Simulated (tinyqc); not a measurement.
Grain growth, pinning, strength and diffusional creep of a polycrystal or thin film: one step, computed by the program tinyqc.

One mean grain size d describes the structure.

Problem. Grain size after the anneal. dd/dt = 2 M gamma (1/d - 1/d_lim) integrates to 2 M gamma t = d_lim (d0 - d) + d_lim^2 ln[(d_lim - d0)/(d_lim - d)]; without pinning d^2 = d0^2 + 4 M gamma t.

Inputs (values chosen for the exercise, for a model solid):
```
quantity               value   unit
boundary energy gamma    1.4  J/m^2
anneal temperature T    1793      K
anneal time t          30000      s
initial grain size d0     18     nm
```

mobility M = 1.331004e-21 m^4/(J s)

limit d_lim = 2533.333 nm

Give: size without pinning; grain size d.

Solution.

size without pinning = 23.40 nm

grain size d = 23.36 nm

Pinning holds d to 100 % of the free value.
